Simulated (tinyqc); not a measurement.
# Gap and mass from two generation rates

Question. In the two-band model the band-to-band tunnelling rate in a uniform field is G = A F^2 exp(-B/F), with B = pi sqrt(m/C) Eg^1.5/4 (V/nm), A = 1e21 (2 q/h) m Eg/(16 pi C B) for G in cm^-3 s^-1 and F in V/nm, C = hbar^2/(2 m0). Find B, A, Eg and m.

Constants: q = 1.602176634e-19 C, hbar = 1.054571817e-34 J s, h = 6.62607015e-34 J s, m0 = 9.1093837015e-31 kg, hbar^2/(2 m0) = 0.0380998212 eV nm^2. Results are converted to the units shown.

G at F = 0.11 and 0.19 V/nm (cm^-3 s^-1): 6.6754306e24  2.7943405e28

Answer. The slope of ln(G/F^2) against 1/F is -B and the intercept gives A. The product A B fixes m Eg, and B = (pi/4) Eg sqrt(m Eg/C) then gives Eg.

B = 1.89 V/nm
A = 1.64e34 cm^-3 s^-1 (V/nm)^-2
Eg = 1.34 eV
m = 0.0920 m0

Program tinyqc, `OMP_NUM_THREADS=1 python tinyqc.py 2620096 2620097 out.jsonl`; Intel Xeon 2.30GHz, shared host, one thread, about 0.01 s.
